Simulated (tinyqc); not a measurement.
Inside a calculation: valley splitting of a silicon quantum well in envelope theory. Values are carried at full precision from step to step, so a last printed digit may differ when a step is redone from the rounded ones.

Constants: hbar^2/2m0 = 3.80998211 eV angstrom^2; kB = 8.617333262e-05 eV/K.

Parameters, chosen for this exercise (near those of a strained Si well in SiGe; shifted at random, so the results belong to these values and not to a real crystal):
- k0 = 0.846 2 pi/a (valley position)
- a = 5.431 angstrom (lattice constant)
- ml = 0.92 m0 (mass along z)
- F = 2 mV/nm (field pressing towards the upper interface)
- w = 1.2 angstrom (interface width parameter)
- L = 52 angstrom (well width)
- V0 = 0.17 eV (conduction offset)
- C0 = 0.238 (Bloch overlap factor)
- Yb = 0.26 (Ge share of the barrier)
- Yw = 0 (Ge share of the well)
- ad = 190 angstrom (dot radius)

## Wave number and lengths

q = 2 k0 (2 pi/a), its wavelength, the field length (c/(ml e F))^(1/3) with c = hbar^2/2m0 and 1 mV/nm = 1e-4 eV/angstrom, and the damping factor y/sinh(y), y = pi q w, of a step smoothed as 1/(1 + exp(z/w)).

q = 1.9575 1/angstrom
wavelength = 3.210 angstrom
field length = 27.5 angstrom
damping factor = 0.00921

## The envelope

The well lies at 0 < z < L; U(z) = V0 [1/(1 + exp(z/w)) + 1/(1 + exp((L - z)/w))] - e F z, 1 mV/nm = 1e-4 eV/angstrom. The envelope psi solves -(c/ml) psi'' + U psi = E psi, c = hbar^2/2m0, by three-point differences on a grid of 0.1 angstrom from -40 to L + 40 angstrom. The two valleys at +/- k0 couple through D = C0 times the integral of exp(-i q z) U(z) psi^2, q = 2 k0 (2 pi/a), and split by Ev = 2|D|.

Two lowest levels, mean position, and psi^2 at both interfaces.

levels (meV): 5.85  38.75

<z> = 27.5 angstrom
psi^2 at z = 0 and L (1/angstrom): 0.00134  0.00236

The field makes psi^2 at the upper interface 1.76 times that at the lower one. The orbital spacing is 32.9 meV.

## Contributions to the coupling

Split D into the lower barrier, the upper barrier and the field term.

Parts of D (micro-eV):
```
part            real  imaginary   size
lower barrier  0.312      0.038  0.314
upper barrier  0.076     -0.546  0.551
field term     0.000     -0.001  0.001
```

## Valley splitting and phase

The inter-valley coupling D is the sum of the complex parts; Ev = 2|D|, the valley phase is arg D, and kB T equals Ev at T = Ev/kB.

Ev = 1.28 micro-eV
phase = -0.92 rad
T = 0.015 K

The upper barrier gives the largest part.

## Alloy disorder

Random alloy: with Y(z) = Yw + (Yb - Yw) B(z), B the bracket in U, and in-plane density exp(-r^2/ad^2)/(pi ad^2), D gains a random complex part of variance sigma^2 = (C0^2/pi)(a^2 V0/(8 ad (Yb - Yw)))^2 (4/a) times the integral of psi^4 Y (1 - Y). Alone it gives a mean splitting sqrt(pi) sigma; together with the smooth part the rms splitting is 2 sqrt(|D|^2 + sigma^2).

Give the integral, sigma, the mean splitting from disorder alone and the rms total.

integral = 6.57e-06 1/angstrom
sigma = 3.7 micro-eV
sqrt(pi) sigma = 6.6 micro-eV
rms splitting = 7.6 micro-eV

|D|/sigma = 0.17: disorder dominates, so the splitting scatters from dot to dot down to zero.

## Checks

- Lowest level for sharp walls and no field against the square well, meV: both 10.6.
- Size of one barrier part in that case against C0 V0 psi(0)^2/sqrt(q^2 + 4 kappa^2), micro-eV: both 41.

Program tinyqc; command `OMP_NUM_THREADS=1 python tinyqc.py 1250682 1250683 out.jsonl`; about 0.08 s on one thread of a shared Intel(R) Xeon(R) Processor @ 2.30GHz.
